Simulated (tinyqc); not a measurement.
The product rho l across metals: free and nearly free electrons in a metal.

Constants: hbar^2/2m0 = 3.80998211 eV angstrom^2; hbar = 6.58211957e-16 eV s.

Free electrons with m = 1; fcc cells hold 4 atoms and bcc cells 2; n = atoms z/a^3, kF = (3 pi^2 n)^(1/3), rho l = hbar kF/(n e^2), e = 1.602176634e-19 C. Inputs are chosen for the exercise.

Results:
```
case     lattice  a (angstrom)  z  rho (micro-ohm cm)  kF (1/angstrom)  EF (eV)  l (nm)  rho l (1e-16 ohm m^2)
near Al      fcc         4.016  3                2.89            1.764    11.85    13.5                   3.91
near Li      bcc         3.513  1                9.50            1.110     4.69    10.4                   9.88
near Ca      fcc         5.548  2                3.53            1.115     4.74    27.7                   9.78
near Cu      fcc         3.596  1                1.70            1.366     7.11    38.4                   6.52
near K       bcc         5.249  1                7.67            0.743     2.10    28.8                  22.06
near Au      fcc         4.081  1                2.10            1.203     5.52    40.0                   8.40
```

rho l falls as n^(-2/3): it is lowest for the case near Al and highest for near K. The lowest bulk rho belongs to near Cu; in very narrow wires, where rho l rules, the order changes. Real Fermi surfaces depart from spheres, most for the polyvalent and noble metals.

Program tinyqc; command `OMP_NUM_THREADS=1 python tinyqc.py 1681179 1681180 out.jsonl`; about 0.01 s on one thread of a shared Intel(R) Xeon(R) Processor @ 2.30GHz.
